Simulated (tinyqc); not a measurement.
Mesh and choice of bands: charge neutrality level from zone-averaged pseudopotential bands.

Empirical pseudopotential on the fcc lattice, atoms at +/- tau, tau = a (1,1,1)/8, no spin-orbit coupling. H(G,G') = c (2 pi/a)^2 |k + G|^2 delta + VS(q) cos(q.tau) + i VA(q) sin(q.tau), q = G - G', c = hbar^2/2m0; k and G in units of 2 pi/a; VS at |q|^2 = 3, 8, 11 and VA at 3, 4, 11, in rydberg, zero elsewhere. At each k the basis holds all G with |k + G|^2 up to 16; energies are counted from the fourth level at Gamma.

Mesh: k = sum_i (n_i + 1/2)/N b_i, n_i = 0 ... N - 1, b = (-1,1,1), (1,-1,1), (1,1,-1); points with the same sorted |kx|, |ky|, |kz| after folding to the shortest k + G are joined, with their count as weight. Neutrality (branch-point) level: E_N = (1/2) mean over k of [E5 + (E3 + E4)/2], E_n the n-th level from below.

Constants: hbar^2/2m0 = 3.80998211 eV angstrom^2; Ry = 13.60569312 eV.

Values chosen for the exercise (out of a larger set: classic local form factors of the size used for Si, without spin-orbit coupling; not measured data): a = 5.432 angstrom (lattice constant); VS = (-0.206, 0.041, 0.079) Ry (symmetric form factors); VA = (0, 0, 0) Ry (antisymmetric form factors).

E_N with E5 alone, and with (E5 + E6)/2 in its place.

Results:

| N | joined points | E_N (eV) | E_N, two conduction bands (eV) |
|---|---|---|---|
| 1 | 1 | 0.2397 | 0.7465 |
| 2 | 2 | -0.3373 | 0.3565 |
| 3 | 6 | -0.0727 | 0.3067 |
| 4 | 10 | -0.0881 | 0.3220 |
| 5 | 19 | -0.0776 | 0.3041 |

What does the comparison show, and why?

For scale, the lowest gap of this set is 0.66 eV. Against N = 5 the errors are +317, -260, +5 and -10 meV for N = 1 to 4 (N = 1 is the L point alone). Taking the second conduction band in moves E_N by +0.38 eV, more than the mesh error at N = 2: the definition, not the mesh, limits the estimate. Local form factors place the indirect gaps only to a few tenths of an eV, and E_N moves with them.

tinyqc: `OMP_NUM_THREADS=1 python tinyqc.py 1850073 1850074 out.jsonl`; about 0.09 s, one thread, shared Intel(R) Xeon(R) Processor @ 2.30GHz.
